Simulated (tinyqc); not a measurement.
Comparisons within one model: pair of shallow donors (hydrogen-like orbitals). A value that a table varies takes the place of the one given here.

Each donor has the orbital exp(-r/a); energy unit Ha* = q/(eps a), q = e^2/(4 pi eps0), so that a lone donor is bound by Ha*/2; x = R/a. One electron: S = (1 + x + x^2/3) exp(-x), j = 1/x - (1 + 1/x) exp(-2x), k = (1 + x) exp(-x); levels E(+/-) = -1/2 - (j +/- k)/(1 +/- S) in Ha*, without the repulsion of the ions, split by D = |E(-) - E(+)|. In six valleys the overlaps S and k are multiplied by v = [cos(K Rx) + cos(K Ry) + cos(K Rz)]/3, K = k0 (2 pi/a_lat), for isotropic envelopes and the symmetric valley state.

Two electrons, Heitler-London: with S' = (1 - x + x^2/3) exp(x), C = 1/x - exp(-2x)(1/x + 11/8 + 3x/4 + x^2/6), X = (1/5){exp(-2x)(25/8 - 23x/4 - 3x^2 - x^3/3) + (6/x)[S^2 (0.5772157 + ln x) + S'^2 Ei(-4x) - 2 S S' Ei(-2x)]}, Q = C - 2j + 1/x and A = X - 2 S k + S^2/x, the singlet and triplet lie at (Q +/- w A)/(1 +/- w S^2) from two lone donors, with the valley weight w = v^2; the exchange is J = triplet - singlet.

Constants: e^2/(4 pi eps0) = 14.39964547 eV angstrom.

Inputs chosen for the exercise (near those of two donors in Si; the results hold for these values, not for the real material): a = 18.2 angstrom (orbital radius); eps = 11.5 (dielectric constant); a_lat = 5.431 angstrom (lattice constant); k0 = 0.847 2 pi/a_lat (valley position); sites = ((9, 9, 0), (9.5, 9.5, 0), (10, 10, 0), (10.5, 10.5, 0), (11, 11, 0), (11.5, 11.5, 0), (12, 12, 0), (12.5, 12.5, 0), (13, 13, 0), (13.5, 13.5, 0)) a_lat (positions of the second donor); Ns = (0.035, 0.086, 0.21, 0.52, 1.2, 2.6, 5.2) x 1e18/cm^3 (donor densities); n = (20, 0, 0) a_lat (separation vector).

## Lattice sites along [110]

D and J for each site, and for v = 1.

Results:
```
site             R (angstrom)       v  D (meV)  J (micro-eV)  J for v = 1
(9, 9, 0)                69.1  -0.144     1.01          38.2     1.85e+03
(9.5, 9.5, 0)            73.0   0.972     6.09      1.29e+03     1.36e+03
(10, 10, 0)              76.8  -0.322     1.68           103     1.00e+03
(10.5, 10.5, 0)          80.6   0.856     3.89           536          731
(11, 11, 0)              84.5   0.061    0.233          1.97          531
(11.5, 11.5, 0)          88.3   0.294    0.956          33.1          384
(12, 12, 0)              92.2   0.676     1.88           127          277
(12.5, 12.5, 0)          96.0  -0.235    0.551          11.0          199
(13, 13, 0)              99.8   0.998     1.99           142          142
(13.5, 13.5, 0)         103.7  -0.278    0.465          7.81          101
```

Over these sites the envelope alone changes J by a factor 18.2, and the valley factor v^2 by 269; J runs from 1.97 at (11, 11, 0) to 1.29e+03 micro-eV at (9.5, 9.5, 0). Along [110] only two valleys keep their phase, so v = (1 + 2 cos)/3 can pass through zero. J does not fall steadily with distance.

## From lone donors to an impurity band (impurity band of shallow donors (Hubbard estimate))

Donors on a simple cubic lattice of spacing R = N^(-1/3) (1/angstrom^3 = 1e24/cm^3), Ha* = q/(eps a), q = e^2/(4 pi eps0), x = R/a. Hopping t = Ha* (1 + x) exp(-x), band width B = 12 t, on-site repulsion U = (5/8) Ha*; the gap closes near B/U = 1.15. Valley factors and disorder are left out.

Results:
```
N (1e18/cm^3)  R (angstrom)  N^(1/3) a   t (meV)   B (meV)       B/U
0.035                 305.7      0.060  6.21e-05  0.000745  1.73e-05
0.086                 226.6      0.080   0.00363    0.0436   0.00101
0.21                  168.2      0.108    0.0682     0.818    0.0190
0.52                  124.4      0.146     0.581      6.97     0.162
1.2                    94.1      0.193      2.41      28.9     0.673
2.6                    72.7      0.250      6.32      75.9      1.76
5.2                    57.7      0.315      12.0       144      3.36
```

B/U passes 1.15 between 1.2 and 2.6 x 1e18/cm^3; the root is x = 4.52, N^(1/3) a = 0.221, N = 1.8 x 1e18/cm^3, below the 2.9 that the empirical rule N^(1/3) a = 0.26 gives; the estimate is rough, since random positions, the overlap of the orbitals and screening are left out. While N grows by 149 times, t grows by 1.94e+05 times.

## What each parameter does

x, D = |E(-) - E(+)| and J. Each row changes one parameter from the base and keeps the others.

Results:
```
case                       x  D (meV)  J (micro-eV)
base                   5.968    1.314          62.3
a = 16.4 angstrom      6.623   0.8460          23.5
eps = 12.7             5.968    1.189          56.4
k0 = 0.827 2 pi/a_lat  5.968   0.4615          7.72
n = (21, 0, 0) a_lat   6.267   0.7812          22.1
```

The largest shifts from the base row, up to three for each result and ties (the steps differ in size, so this ranks the rows, not the parameters). x: a +0.655, n +0.298; unchanged at the printed digits by eps and k0. D (meV): k0 -0.852, n -0.532, a -0.468. J (micro-eV): k0 -54.6, n -40.1, a -38.8.

Program tinyqc; command `OMP_NUM_THREADS=1 python tinyqc.py 1281118 1281119 out.jsonl`; about 0.01 s on one thread of a shared Intel(R) Xeon(R) Processor @ 2.30GHz.
